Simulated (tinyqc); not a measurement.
# Thermionic-field emission through a Schottky barrier, WKB: contact resistivity against barrier height

Metal on an n-type semiconductor with one parabolic valley; V > 0 is forward bias (metal positive). Energies E are counted from the conduction edge of the neutral semiconductor, whose Fermi level lies at -xi; that of the metal lies at -xi - V. The barrier is a parabola of height Vd = phi - xi - V (depletion approximation, no image force).

Nc = 2 (2 pi me m0 kB T/h^2)^1.5 (times 1e-6 for cm^-3); Nd = Nc F12(-xi/Vt), F12(x) = (2/sqrt(pi)) int_0^infinity sqrt(u)/(1 + exp(u - x)) du; E00 = (hbar/2) sqrt(Nd/(me m0 eps0 eps_r)) in SI units (volts). For E < Vd, ln T(E) = -(Vd/E00) [sqrt(1 - y) - y ln((1 + sqrt(1 - y))/sqrt(y))], y = E/Vd; T(E) = 1 above. J = A* T (q/kB) int_0^infinity T(E) N(E) dE, N = ln[(1 + exp((-xi - E)/Vt))/(1 + exp((-xi - V - E)/Vt))], A* = 4 pi q me m0 kB^2/h^3 (times 1e-4 for A/(cm^2 K^2)). The integral is converged to the digits shown; the share over the barrier is that of E > Vd, and 0 means below 1e-6 %. The contact resistivity is rho_c = 1/(dJ/dV) at V = 0, where N becomes V f/Vt with f = 1/(1 + exp((E + xi)/Vt)).

Values chosen for this exercise; band and dielectric values those of a made-up semiconductor: temperature T = 350 K; electron mass me = 0.0527 m0; relative permittivity eps_r = 14.7; donor density Nd = 9.8e17 cm^-3.

Constants: q = 1.602176634e-19 C, kB = 1.380649e-23 J/K, eps0 = 8.8541878128e-12 F/m, hbar = 1.054571817e-34 J s, h = 6.62607015e-34 J s, m0 = 9.1093837015e-31 kg, Vt = kB T/q. Results are converted to the units shown.

Results:

| phi (eV) | rho_c (ohm cm^2) | thermionic Vt exp(phi/Vt)/(A* T^2) (ohm cm^2) |
|---|---|---|
| 0.15 | 5.864e-7 | 5.618e-6 |
| 0.42 | 7.511e-4 | 0.04339 |
| 0.56 | 0.03631 | 4.501 |
| 0.69 | 1.371 | 335.2 |
| 0.83 | 69.77 | 3.477e4 |
| 0.96 | 2715 | 2.589e6 |
| 1.1 | 1.414e5 | 2.685e8 |

Estimate the missing row, phi = 0.29 eV.

Computed row:

| phi (eV) | rho_c (ohm cm^2) | thermionic Vt exp(phi/Vt)/(A* T^2) (ohm cm^2) |
|---|---|---|
| 0.29 | 2.181e-5 | 5.828e-4 |

With this row back in the table: rho_c rises from 5.86e-7 to 1.41e5 ohm cm^2; between the last two rows it grows by a factor e every 35.4 meV, against E00 coth(E00/Vt) = 34.8 meV and Vt = 30.2 meV for pure emission.

Range of the model: The depletion approximation, a parabolic band and the neglect of image-force lowering make these currents estimates at high doping.

Program tinyqc, `OMP_NUM_THREADS=1 python tinyqc.py 2640071 2640072 out.jsonl`; Intel Xeon 2.30GHz, shared host, one thread, about 0.01 s.
